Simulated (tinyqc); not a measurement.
# Film and buried-oxide thickness from two coupling ratios

Inverse problem. In a depleted film -dVT/dVb is k1 = Cs Cbox/(Cox (Cs + Cbox)) for a front channel and k2 = Cbox (Cox + Cs)/(Cox Cs) for a back channel, with Cox = eps0 eox/tox, Cs = eps0 eps_r/ts, Cbox = 3.9 eps0/tb. Find ts and tb.

Parameters, values chosen for the exercise; band and dielectric values close to those of silicon:
```
symbol,value,unit,meaning
eps_r,11.9,,relative permittivity
eox,8.92,,relative permittivity of the gate insulator (close to aluminium oxide)
tox,7.5,nm,insulator thickness
```

coupling ratios for a front and a back channel: 0.039045679  0.077302481

Answer. With y = Cox/Cs and z = Cox/Cbox, 1/k1 = y + z and k2 = (1 + y)/z, so y = (k2/k1 - 1)/(1 + k2); the thicknesses follow from y and z.

ts = 9.100 nm
tb = 81.00 nm

Computed by the program tinyqc: `OMP_NUM_THREADS=1 python tinyqc.py 2190012 2190013 out.jsonl`, one thread of a shared Intel Xeon 2.30GHz, about 0.3 s for the whole run.
